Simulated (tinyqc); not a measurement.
Inside a calculation. Method: CIS and TDHF on RHF in the sto-3g basis, frozen core, for BeH2, spin multiplicity 1. One step of it, computed by the program tinyqc.

Problem. TDHF (RPA) triplet states. B(ia,jb) = - (ib|ja); the squared energies are the eigenvalues of (A - B)(A + B); 1 hartree = 27.211386 eV.

CIS matrix A, triplet (hartree), order 2>4, 2>5, 2>6, 2>7, 3>4, 3>5, 3>6, 3>7:
$$\begin{pmatrix}
0.295089 & 0.000000 & -0.000265 & -0.000255 & 0.000083 & 0.000000 & 0.000019 & 0.001931 \\
0.000000 & 0.295104 & 0.000000 & 0.000000 & 0.000000 & 0.000083 & 0.000000 & 0.000000 \\
-0.000265 & 0.000000 & 0.488433 & 0.018797 & 0.000019 & 0.000000 & -0.003669 & -0.140719 \\
-0.000255 & 0.000000 & 0.018797 & 0.895791 & 0.001931 & 0.000000 & -0.140719 & 0.006673 \\
0.000083 & 0.000000 & 0.000019 & 0.001931 & 0.270849 & 0.000000 & 0.000203 & 0.000255 \\
0.000000 & 0.000083 & 0.000000 & 0.000000 & 0.000000 & 0.270871 & 0.000000 & 0.000000 \\
0.000019 & 0.000000 & -0.003669 & -0.140719 & 0.000203 & 0.000000 & 0.437963 & -0.018889 \\
0.001931 & 0.000000 & -0.140719 & 0.006673 & 0.000255 & 0.000000 & -0.018889 & 0.840931
\end{pmatrix}$$

Two-electron integrals over orbitals (pq|rs), unique and non-zero (hartree); the lowest 1 orbital is frozen and left out:
```
(22|22) 0.394762    (32|22) -0.023012   (32|32) 0.160257    (33|22) 0.401838
(33|32) 0.019105    (33|33) 0.430357    (42|22) 0.000732    (42|32) -0.000055
(42|33) 0.000736    (42|42) 0.048623    (43|22) -0.000075   (43|32) 0.000877
(43|33) 0.000163    (43|42) 0.002136    (43|43) 0.014174    (44|22) 0.364753
(44|32) -0.000083   (44|33) 0.350669    (44|42) -0.001859   (44|43) -0.000140
(44|44) 0.449878    (52|52) 0.048623    (53|52) 0.002137    (53|53) 0.014166
(54|52) -0.000638   (54|53) -0.000043   (54|54) 0.024256    (55|22) 0.364764
(55|32) -0.000083   (55|33) 0.350672    (55|42) -0.000583   (55|43) -0.000054
(55|44) 0.401356    (55|55) 0.449859    (62|22) -0.022457   (62|32) 0.006873
(62|33) -0.044427   (62|42) -0.000233   (62|43) 0.000007    (62|44) 0.056475
(62|55) 0.056500    (62|62) 0.078799    (63|22) 0.011471    (63|32) -0.092583
(63|33) -0.015078   (63|42) 4.09e-06    (63|43) -0.000733   (63|44) 0.005758
(63|55) 0.005760    (63|62) 0.002319    (63|63) 0.084444    (64|22) 0.000265
(64|32) -0.000019   (64|33) -0.000203   (64|42) 0.047053    (64|43) 0.003333
(64|44) -0.000427   (64|55) 0.000448    (64|62) 0.001501    (64|63) 0.000143
(64|64) 0.050538    (65|52) 0.047083    (65|53) 0.003335    (65|54) -0.000438
(65|65) 0.050562    (66|22) 0.390644    (66|32) 0.003669    (66|33) 0.402789
(66|42) 0.001836    (66|43) 0.000153    (66|44) 0.363456    (66|55) 0.363492
(66|62) -0.032206   (66|63) -0.005355   (66|64) 0.001209    (66|66) 0.406916
(72|22) 0.006889    (72|32) -0.042492   (72|33) -0.002865   (72|42) 0.000133
(72|43) -0.000798   (72|44) -0.004456   (72|55) -0.004457   (72|62) -0.009195
(72|63) 0.060827    (72|64) -0.000049   (72|66) 0.000857    (72|72) 0.057132
(73|22) -0.003553   (73|32) 0.000242    (73|33) -0.019469   (73|42) -0.001141
(73|43) -0.000124   (73|44) 0.062433    (73|55) 0.062434    (73|62) 0.073912
(73|63) 0.009113    (73|64) 0.000582    (73|66) -0.024177   (73|72) -0.003867
(73|73) 0.083334    (74|22) 0.000255    (74|32) -0.001931   (74|33) -0.000255
(74|42) -0.001884   (74|43) 0.013539    (74|44) 0.000021    (74|55) 3.19e-07
(74|62) -0.000095   (74|63) 0.001167    (74|64) -0.000705   (74|66) -0.000083
(74|72) 0.000318    (74|73) -0.000012   (74|74) 0.016729    (75|52) -0.001885
(75|53) 0.013549    (75|54) 0.000010    (75|65) -0.000706   (75|75) 0.016703
(76|22) -0.018797   (76|32) 0.140719    (76|33) 0.018889    (76|42) -0.000090
(76|43) 0.000997    (76|44) -0.000244   (76|55) -0.000245   (76|62) 0.005346
(76|63) -0.093822   (76|64) -0.000069   (76|66) 0.004821    (76|72) -0.053298
(76|73) -0.001043   (76|74) -0.001689   (76|76) 0.139384    (77|22) 0.421089
(77|32) -0.006673   (77|33) 0.437623    (77|42) 0.000162    (77|43) -0.000033
(77|44) 0.387472    (77|55) 0.387464    (77|62) -0.031398   (77|63) 0.002072
(77|64) -0.000480   (77|66) 0.428738    (77|72) 0.004040    (77|73) -0.006230
(77|74) 0.000064    (77|76) -0.004426   (77|77) 0.479285
```

Give: TDHF matrix B, triplet; squared energies w^2; TDHF energies from the positive w^2.

Solution.

TDHF matrix B, triplet (hartree), order 2>4, 2>5, 2>6, 2>7, 3>4, 3>5, 3>6, 3>7:
$$\begin{pmatrix}
-0.0486 & 0.0000 & 0.0002 & -0.0001 & -0.0021 & 0.0000 & 0.0000 & 0.0008 \\
0.0000 & -0.0486 & 0.0000 & 0.0000 & 0.0000 & -0.0021 & 0.0000 & 0.0000 \\
0.0002 & 0.0000 & -0.0788 & 0.0092 & 0.0000 & 0.0000 & -0.0023 & -0.0608 \\
-0.0001 & 0.0000 & 0.0092 & -0.0571 & 0.0011 & 0.0000 & -0.0739 & 0.0039 \\
-0.0021 & 0.0000 & 0.0000 & 0.0011 & -0.0142 & 0.0000 & 0.0007 & 0.0001 \\
0.0000 & -0.0021 & 0.0000 & 0.0000 & 0.0000 & -0.0142 & 0.0000 & 0.0000 \\
0.0000 & 0.0000 & -0.0023 & -0.0739 & 0.0007 & 0.0000 & -0.0844 & -0.0091 \\
0.0008 & 0.0000 & -0.0608 & 0.0039 & 0.0001 & 0.0000 & -0.0091 & -0.0833
\end{pmatrix}$$

squared energies w^2 (hartree^2): [0.0731, 0.0732, 0.0847, 0.0847, 0.1410, 0.1767, 0.7875, 0.8733]

TDHF energies from the positive w^2 (eV): [7.3593, 7.3604, 7.9195, 7.9202, 10.2196, 11.4387, 24.1470, 25.4291]
